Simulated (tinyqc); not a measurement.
One-sided p+-n junction, ionisation integral and breakdown: one step of the calculation.

A p+ layer at x < 0 and an n drift layer from x = 0. Depletion approximation, built-in voltage neglected. Local ionisation coefficients alpha_n = an exp(-(bn/E)^mx), alpha_p = ap exp(-(bp/E)^mx). Electrons move towards +x, holes towards x = 0.

Task. Field and ionisation coefficients on a grid. W = sqrt(2 eps0 eps_r V/(q N)), peak field E0 = q N W/(eps0 eps_r), falling linearly to 0 at W. Grid: 13 equal steps from 0 to fr W.

Values chosen for this exercise; material values close to those of silicon: relative permittivity eps_r = 11.5; prefactor of the electron ionisation coefficient an = 6.76e5 1/cm; field constant for electrons bn = 1.25e6 V/cm; prefactor of the hole ionisation coefficient ap = 1.66e6 1/cm; field constant for holes bp = 1.95e6 V/cm; exponent mx = 1; donor density of the drift layer N = 4.8e16 cm^-3; reverse voltage V = 12.3 V; share of the depleted width that the grid covers fr = 0.5.

Constants: q = 1.602176634e-19 C, eps0 = 8.8541878128e-14 F/cm where lengths are in cm. Results are converted to the units shown.

Wanted: W; x; E; alpha_n; alpha_p.

Result.

W = 0.57071 um

| point | x (um) | E (kV/cm) | alpha_n (1/cm) | alpha_p (1/cm) |
|---|---|---|---|---|
| 0 | 0.00000 | 431.04 | 37198 | 18005 |
| 1 | 0.02195 | 414.46 | 33124 | 15025 |
| 2 | 0.04390 | 397.89 | 29212 | 12350 |
| 3 | 0.06585 | 381.31 | 25483 | 9980.0 |
| 4 | 0.08780 | 364.73 | 21955 | 7910.0 |
| 5 | 0.10975 | 348.15 | 18649 | 6132.1 |
| 6 | 0.13170 | 331.57 | 15584 | 4634.3 |
| 7 | 0.15365 | 314.99 | 12780 | 3400.6 |
| 8 | 0.17560 | 298.41 | 10251 | 2411.0 |
| 9 | 0.19755 | 281.84 | 8012.3 | 1641.6 |
| 10 | 0.21950 | 265.26 | 6072.6 | 1065.2 |
| 11 | 0.24145 | 248.68 | 4435.4 | 652.54 |
| 12 | 0.26340 | 232.10 | 3097.4 | 372.70 |
| 13 | 0.28535 | 215.52 | 2046.8 | 195.29 |

Range of the model: Breakdown comes at under 28 V, so the built-in voltage left out is a few per cent of it or more.

Program tinyqc, `OMP_NUM_THREADS=1 python tinyqc.py 2120061 2120062 out.jsonl`; Intel Xeon 2.30GHz, shared host, one thread, about 0.03 s.
